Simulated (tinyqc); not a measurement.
Worked calculation: implant damage, amorphisation by cascade overlap, and solid-phase epitaxial regrowth. Computed by tinyqc, a small Python program that keeps every step. Command: `OMP_NUM_THREADS=1 python tinyqc.py 3113643 3113644 out.jsonl sper walk`. One thread of a shared host (Intel(R) Xeon(R) Processor @ 2.30GHz), about 0.01 s of CPU time with the checks. Intermediate numbers are printed to about 6 digits and carried at full precision; extremes and crossings named in words are read from the listed rows.

Range and width of the damage are inputs. Dynamic annealing enters only through the surviving share f.

Inputs (values chosen for the exercise, modelled on germanium ions in germanium):

| quantity | value | unit |
|---|---|---|
| atomic density N | 44.2 | 1/nm^3 |
| ion Z1 | 32 | - |
| ion mass M1 | 72.6 | u |
| target Z2 | 32 | - |
| target mass M2 | 72.63 | u |
| ion energy E | 130 | keV |
| displacement energy E_d | 13 | eV |
| depth of the damage peak R_d | 50 | nm |
| width of the damage profile s_d | 34 | nm |
| share of defects that survive f | 0.95 | - |
| critical displaced share x_c | 0.11 | - |
| dose Q | 1.9e+14 | 1/cm^2 |
| overlaps needed n | 1 | - |
| area amorphised by one track A_i | 3.5 | nm^2 |
| regrowth prefactor v0 | 2.8e+16 | nm/s |
| regrowth energy E_a | 2.16 | eV |
| anneal temperature | 348 | C |
| rate relative to (100) | 0.04 | - |
| peak enhancement by the dopant | 1.1 | - |
| ramp rate | 33 | K/s |

Constants: a_0 = 0.529177210903 angstrom; e^2/(4 pi eps_0) = 14.39964548 eV angstrom; k_B = 8.617333262e-05 eV/K.

## Damage energy and displacements per ion

Robinson partition: eps = E a M2/(Z1 Z2 (e^2/(4 pi eps_0)) (M1 + M2)), a = 0.8853 a_0/sqrt(Z1^(2/3) + Z2^(2/3)); k = 0.0793 Z1^(2/3) Z2^(1/2) (M1 + M2)^(3/2)/((Z1^(2/3) + Z2^(2/3))^(3/4) M1^(3/2) M2^(1/2)); damage energy T_d = E/(1 + k (eps + 0.40244 eps^(3/4) + 3.4008 eps^(1/6))); displacements nu = 0.8 T_d/(2 E_d).

reduced energy eps = 0.460057

k = 0.157781

damage energy T_d = 82.3039 keV

T_d/E = 0.633107

displacements per ion nu = 2532.43

37 % of the energy goes to electrons.

## The amorphous layer

Displaced share x(z) = f nu Q exp(-(z - R_d)^2/(2 s_d^2))/(sqrt(2 pi) s_d N); the layer is amorphous where x > x_c, between R_d -/+ s_d sqrt(2 ln(x_max/x_c)), the upper edge being cut at the surface. Threshold dose Q_c = Q x_c/x_max.

peak displaced share x_max = 1.21345

threshold dose Q_c = 1.72236e+13 1/cm^2

upper edge = 0 nm

lower edge = 124.502 nm

The layer reaches the surface. Caution: x above 1 counts atoms displaced more than once.

## Damage left below the interface

Displaced atoms per area beyond the lower edge z2: f nu Q (1/2) erfc((z2 - R_d)/(sqrt2 s_d)); they are not removed by regrowth.

share of the damage beyond z2 = 0.0142176

displaced atoms beyond z2 = 6.49889e+15 1/cm^2

## Layer against dose

The formulas are those given above.

Dose series; the last column is f nu Q erfc((z2 - R_d)/(sqrt2 s_d))/2:

| Q (1/cm^2) | x_max | upper edge (nm) | lower edge (nm) | displaced atoms beyond z2 (1/cm^2) |
|---|---|---|---|---|
| 1.89e+13 | 0.12071 | 35.3458 | 64.654 | 1.51520e+16 |
| 2.58e+13 | 0.16477 | 19.4342 | 80.566 | 1.14412e+16 |
| 4.31e+13 | 0.27526 | 3.9493 | 96.051 | 9.10392e+15 |
| 6.89e+13 | 0.44004 | 0.0000 | 106.615 | 7.94662e+15 |
| 1.21e+14 | 0.77278 | 0.0000 | 117.136 | 7.03219e+15 |
| 2.07e+14 | 1.32203 | 0.0000 | 125.820 | 6.41121e+15 |
| 4.31e+14 | 2.75262 | 0.0000 | 136.280 | 5.78592e+15 |
| 8.61e+14 | 5.49886 | 0.0000 | 145.101 | 5.34084e+15 |

A dose 46 times larger moves the lower edge from 64.7 to 145 nm, as the root of a logarithm, and the damage beyond it falls by a factor 2.8, since the edge lies on an ever steeper tail. The layer reaches the surface at Q_c exp(R_d^2/(2 s_d^2)) = 5.08e13 per cm^2.

## Overlap model

Gibbons model: a point turns amorphous after n + 1 hits; with y = A_i Q the amorphous share is 1 - exp(-y) sum_(k=0..n) y^k/k!. Doses are set by y.

Amorphous share:

| y | Q (1/cm^2) | direct impact (n = 0) | given n |
|---|---|---|---|
| 0.1 | 2.85714e+12 | 0.095163 | 0.004679 |
| 0.3 | 8.57143e+12 | 0.259182 | 0.036936 |
| 0.6 | 1.71429e+13 | 0.451188 | 0.121901 |
| 1.0 | 2.85714e+13 | 0.632121 | 0.264241 |
| 2.0 | 5.71429e+13 | 0.864665 | 0.593994 |
| 3.0 | 8.57143e+13 | 0.950213 | 0.800852 |
| 5.0 | 1.42857e+14 | 0.993262 | 0.959572 |
| 8.0 | 2.28571e+14 | 0.999665 | 0.996981 |

At small y the share grows as y^2; between the first rows the exponent is 1.88.

## Isothermal regrowth

v = v0 x orientation factor x exp(-E_a/(k_B T)) x [1 + (enhancement - 1) exp(-(z - R_d)^2/(2 s_d^2))], T = anneal temperature + 273.15 K; the dopant is taken to follow the damage profile; the lower front moves from the lower edge z2 to the surface, or to the middle (z1 + z2)/2 of a buried layer with upper edge z1; time = int dz/v; the equivalent undoped distance is that time times the undoped velocity.

undoped velocity = 0.00334032 nm/s

distance to regrow = 124.502 nm

time without enhancement = 37272.4 s

equivalent undoped distance = 117.249 nm

time with enhancement = 35101.1 s

The rate doubles for each 11 K or so near this temperature. Caution: regrowth on (111) is not only slow but leaves twins, which a single velocity does not describe.

## Regrowth during a ramp

On a linear ramp from 200 C regrowth ends at the T_f where int v_undoped dT/(ramp rate) equals the equivalent undoped distance.

temperature at which regrowth ends = 571.483 C

Checks made by the program: tail against quadrature of x(z) N (relative difference below 1e-10).
